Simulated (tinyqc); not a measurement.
Deformation-potential model of the X valleys of a conduction band, step by step. Values are carried at full precision from step to step, so a last printed digit may differ when a step is redone from the rounded ones.

s11 = (C11 + C12)/((C11 - C12)(C11 + 2 C12)), s12 = -C12/((C11 - C12)(C11 + 2 C12)), s44 = 1/C44; exx = s11 sxx + s12 (syy + szz) and cyclic, exy = s44 sxy/2; tension is positive. A uniaxial stress X along the unit vector n is s_ij = X n_i n_j.

Constants: kB = 8.617333262e-05 eV/K; hbar^2/2m0 = 3.80998211 eV angstrom^2.

Values chosen for the exercise (near those of AlAs; shifted at random, so the results belong to these values and not to a real crystal): C11 = 122.7 GPa; C12 = 54.8 GPa; C44 = 52.8 GPa; load = uniaxial [100] (kind of stress); X = -1.16 GPa (stress); Xd = 0.99 eV (dilation potential); Xu = 5.81 eV (uniaxial potential); T = 200 K (temperature); ml = 1.092 m0 (longitudinal mass); mt = 0.201 m0 (transverse mass).

## Strain from a uniaxial [100] stress

Form the compliances and the strain.

s11, s12, s44 (1/TPa): 11.2533  -3.4743  18.9394

strain tensor:
```
           x         y         z
x  -0.013054  0.000000  0.000000
y   0.000000  0.004030  0.000000
z   0.000000  0.000000  0.004030
```

## Valley shifts

Valleys with axes along x, y and z, one whole valley each. Herring-Vogt shift of a valley with unit axis a: dE = Xd tr(e) + Xu a.e.a. Non-degenerate shares n_i = exp(-dE_i/kT)/sum_j exp(-dE_j/kT). Inverse mass tensor of a valley: (1 - a a)/mt + a a/ml; the masses are taken as independent of strain.

Apply the Herring-Vogt formula to each valley.

Xd tr(e) = -4.94 meV

a.e.a: x -0.013054, y 0.004030, z 0.004030

shifts dE (meV): x -80.79, y 18.47, z 18.47

The lowest valley is x, 99.3 meV below the highest; the mean shift over all valleys is (Xd + Xu/3) tr(e) = -14.61 meV.

## Shares of the electrons

Boltzmann factors of the shifts.

kT = 17.235 meV

shares: x 0.9937, y 0.0031, z 0.0031

effective number of valley axes, 1/(largest share) = 1.006

## Conductivity mass tensor

With one scattering time for all valleys the conductivity goes as M = sum_i n_i (inverse mass tensor of valley i); along the unit vector u, 1/m_c = u.M.u. Without stress 1/m_c = (1/ml + 2/mt)/3. Take u along [110].

M (1/m0):
```
       x      y      z
x  0.941  0.000  0.000
y  0.000  4.962  0.000
z  0.000  0.000  4.962
```

m_c along [110] = 0.3388 m0
m_c without stress = 0.2761 m0

The repopulation alone changes the mobility along [110] by -18.5 %; with all electrons in the valleys lightest or heaviest along this direction it would change by +37 or -19 %.

## Effective density of states

Each of the 3 whole valleys has m_d = (ml mt^2)^(1/3) and N = 2 (m_d kT/(4 pi c))^(3/2), c = hbar^2/2m0. Counted from the lowest edge, Nc = N x sum_i exp(-(dE_i - dE_min)/kT). 1 angstrom^-3 = 1e24 cm^-3.

m_d = 0.3533 m0
N of one valley = 2.869e+18 cm^-3
Nc under stress = 2.887e+18 cm^-3
Nc without stress = 8.607e+18 cm^-3

## Piezoresistance from repopulation

For small stress d(rho)/rho = pi X. For valleys on the cube axes pi11 = -(2/3) Xu (s11 - s12)/kT x (K - 1)/(2K + 1), pi12 = -pi11/2, pi44 = 0, K = ml/mt. For stress along [110]: pi_l = (pi11 + pi12 + pi44)/2 with the current along it and pi_t = (pi11 + pi12 - pi44)/2 with the current along [1-10]. 1/GPa = 100 x 1e-11/Pa.

K = 5.433

pi11, pi12, pi44 (1e-11/Pa): -123.7  61.8  0.0

pi_l, pi_t for [110] (1e-11/Pa): -30.9  -30.9

Only the transfer between valleys is counted; changes of mass and of intervalley scattering add to it in a real crystal.

## Checks

- Conductivity mass at zero stress against 3/(1/ml + 2/mt): both 0.2760906.
- Piezoresistance coefficients by finite differences against the closed form: largest difference 4.3e-08.

tinyqc: `OMP_NUM_THREADS=1 python tinyqc.py 1050368 1050369 out.jsonl`; about 0.02 s, one thread, shared Intel(R) Xeon(R) Processor @ 2.30GHz.
